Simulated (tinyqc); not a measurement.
Worked calculation: grain-boundary trapping model (Seto) of a polycrystalline semiconductor film. Computed by tinyqc, a small Python program that keeps every step. Command: `OMP_NUM_THREADS=1 python tinyqc.py 3014030 3014031 out.jsonl poly walk`. One thread of a shared host (Intel(R) Xeon(R) Processor @ 2.30GHz), about 0.01 s of CPU time with the checks. Intermediate numbers are printed to about 7 digits and carried at full precision; extremes and crossings named in words are read from the listed rows.

Grains of equal size L are joined by thin boundaries with one trap level. Trapped carriers deplete a width W on each side and raise a barrier, crossed by thermionic emission. Dopants are fully ionised, statistics are non-degenerate and mu_g does not depend on T.

Inputs (values chosen for the exercise, modelled on polycrystalline SiGe): permittivity eps = 13.5; effective mass m = 0.32 m_0; effective density of states at 300 K, N_c = 1.5e+19 1/cm^3; grain size L = 25 nm; trap density Q_t = 4.7e+11 1/cm^2; trap level E_t below the band edge = 0.28 eV; doping N = 1.9e+17 1/cm^3; temperature T = 300 K.

Grain interior: neglected.

Constants: e = 1.602176634e-19 C; eps_0 = 8.8541878128e-12 F/m; k_B = 8.617333262e-05 eV/K; m_0 = 9.1093837015e-31 kg; k_B = 1.380649e-23 J/K.

## Critical doping

If all traps fill, the grain is just depleted at N* = Q_t/L, with the barrier e Q_t L/(8 eps eps_0).

N* = 1.88e+17 1/cm^3

barrier at N* with all traps filled = 0.01968683 V

The traps stay filled only while e V_B is below E_t - k_B T ln(N_c(T)/N*) = 0.167 eV. The barrier above stays below that, so nearly all traps can fill.

## Barrier

N_c(T) = N_c (T/300 K)^(3/2). Filled traps Q = Q_t/(1 + (1/2) exp((E_t* - E_F)/k_B T)), where E_t* = e V_B - E_t and E_F are counted from the band edge at the grain centre. Partial depletion: Q = 2 N W, V_B = e N W^2/(2 eps eps_0), E_F = k_B T ln(N/N_c); solve for W. If that W would exceed L/2 the grain is fully depleted: W = L/2, Q = N L, and E_F follows from the trap equation. Centre density n_0 = N_c exp(E_F/k_B T).

depletion width W = 12.34799 nm

barrier V_B = 0.01941530 V

E_F = -0.1129417 eV

centre density n_0 = 1.90e+17 1/cm^3

The grain is partly depleted; 99.8 % of the traps are filled, and they hold 98.8 % of the carriers. Caution: e V_B is below 2 k_B T, where the depletion approximation fails and the mean density does not balance the trapped charge.

## Resistivity and effective mobility

Boundary: sigma_b = L e^2 n_0 exp(-e V_B/k_B T)/sqrt(2 pi m k_B T); rho = 1/sigma_b. Mean carrier density n_av = n_0 [(1 - 2W/L) + (2W/L) (sqrt(pi)/2) erf(y)/y], y = sqrt(e V_B/k_B T); effective mobility 1/(e n_av rho).

boundary resistivity = 0.1513770 ohm cm

resistivity rho = 0.1513770 ohm cm

mean carrier density = 1.519530e+17 1/cm^3

effective mobility = 271.3441 cm^2/(V s)

Caution: the barrier is below 2 k_B T, so scattering inside the grains, left out here, also limits the real mobility.

## Activation energy

E_a = d ln(rho)/d(1/k_B T) from T - 5 K and T + 5 K; temperature coefficient d ln(rho)/dT.

activation energy E_a = 0.007234060 eV

temperature coefficient = -0.09330123 %/K

With a fixed barrier the boundary term gives E_a = e V_B - k_B T/2 = 0.0065 eV, the second term coming from the thermal velocity in the prefactor.

## Against the doping

The formulas are those given above.

The same film:
```
N (1/cm^3)    W (nm)     V_B (V)  mean density (1/cm^3)  mobility (cm^2/(V s))  rho (ohm cm)
5.60e+15    12.50000  0.00058642           4.623906e+12               452.9614  2.980022e+03
1.90e+16    12.50000  0.00198963           1.756029e+13               436.7593  8.137963e+02
4.70e+16    12.50000  0.00492171           5.622879e+13               404.4148  2.744757e+02
9.40e+16    12.50000  0.00984341           1.924146e+14               354.5430  9.149189e+01
1.50e+17    12.50000  0.01570758           8.919278e+14               301.9152  2.317795e+01
2.30e+17    10.20514  0.01605329           1.974199e+17               287.9335  1.098010e-01
3.80e+17     6.18070  0.00972873           3.588694e+17               334.2339  5.203586e-02
7.50e+17     3.13258  0.00493247           7.387005e+17               385.8066  2.190037e-02
1.90e+18     1.23674  0.00194763           1.895384e+18               427.5396  7.702223e-03
7.50e+18     0.31333  0.00049346           7.498811e+18               451.2506  1.844503e-03
```

The barrier peaks among these rows at N = 2.3e17 (0.016 V) and the mobility has its minimum at 2.3e17; N* is 1.9e17. While the grain is fully depleted (W = L/2) V_B grows as N; once all traps are filled it falls as 1/N (last exponent -1.00). Partly depleted rows (W < L/2) with e V_B below 2 k_B T stretch the depletion approximation. Where the barrier is low the mobility is too high, because scattering inside the grains is left out. Where N approaches N_c the non-degenerate statistics fail. rho drops most steeply, as N^-12.5, between 1.5e17 and 2.3e17.

Checks made by the program: charge in the traps against the depleted charge (relative difference below 1e-10).
